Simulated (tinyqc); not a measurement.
Charge state against the Fermi level: deep level with several charge states.

Energies from Ev. The defect has charge states 0, -1, -2 with weights 1, gm exp((EF - E1)/kT), exp((2 EF - E1 - E2)/kT); the shares are the weights over their sum. Boltzmann carriers: n = Nc exp((EF - Eg)/kT), p = Nv exp(-EF/kT). Neutrality: p - n + Nd + Nt <q> = 0.

Constants: kB = 8.617333262e-05 eV/K.

Values chosen for the exercise (gap and densities of states near those of Si at this temperature; shifted at random, so the results belong to these values and not to a real crystal):
```
symbol  value  unit  meaning
E1      0.374  eV    level (0/-1) above Ev
E2      0.727  eV    level (-1/-2) above Ev
gm      1            degeneracy of the middle state, the others 1
T       350    K
```

Shares:
```
EF (eV)      0     -1     -2     <q>
0.066    1.000  0.000  0.000   0.000
0.154    0.999  0.001  0.000  -0.001
0.242    0.988  0.012  0.000  -0.012
0.330    0.811  0.189  0.000  -0.189
0.418    0.189  0.811  0.000  -0.811
0.506    0.012  0.987  0.001  -0.988
0.594    0.001  0.987  0.012  -1.011
0.682    0.000  0.816  0.184  -1.184
0.770    0.000  0.194  0.806  -1.806
0.858    0.000  0.013  0.987  -1.987
0.946    0.000  0.001  0.999  -1.999
1.034    0.000  0.000  1.000  -2.000
```

What can be read from this table?

Where the levels are several kT apart the middle state rules between about E1 - kT ln gm = 0.374 and E2 + kT ln gm = 0.727 eV; its largest share listed is 0.987. Each step spreads from 10 % to 90 % over 4.4 kT = 0.133 eV.

tinyqc: `OMP_NUM_THREADS=1 python tinyqc.py 1650426 1650427 out.jsonl`; about 0.01 s, one thread, shared Intel(R) Xeon(R) Processor @ 2.30GHz.
